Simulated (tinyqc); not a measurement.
Cyclotron resonance of ellipsoidal valleys, Ge type: one step. Line shape.

Parameters, chosen for this exercise (out of a larger set: near those of Ge; not measured data): nu = 24 GHz (microwave frequency); tau = 27 ps (scattering time).

Problem. For linear polarisation and one isotropic mass the absorbed power goes as P = [1 + (w^2 + wc^2) tau^2]/([1 + (wc^2 - w^2) tau^2]^2 + 4 w^2 tau^2), w = 2 pi nu. List it for wc/w = 0, 0.5, 0.8, 0.9, 1, 1.1, 1.2, 1.5 and 2, which is B over the resonance field.

Give: w tau; Power.

Solution.

w tau = 4.072

Power:
```
wc/w,P
0.0,0.05689
0.5,0.1103
0.8,0.3098
0.9,0.4371
1.0,0.5074
1.1,0.4356
1.2,0.3068
1.5,0.1020
2.0,0.03178
```

The largest listed value lies at wc/w = 1.0, 8.9 times the zero-field value. With w tau well above 1 the line is sharp, of relative half width about 1/(w tau). The closest two lines of this crystal are 21.2 % apart, so they merge at this w tau.

Computed by tinyqc, a small Python program: `OMP_NUM_THREADS=1 python tinyqc.py 1282441 1282442 out.jsonl` (the numbers bound the seed that draws the inputs); one thread of a shared host (Intel(R) Xeon(R) Processor @ 2.30GHz), about 0.01 s for the whole set of steps.
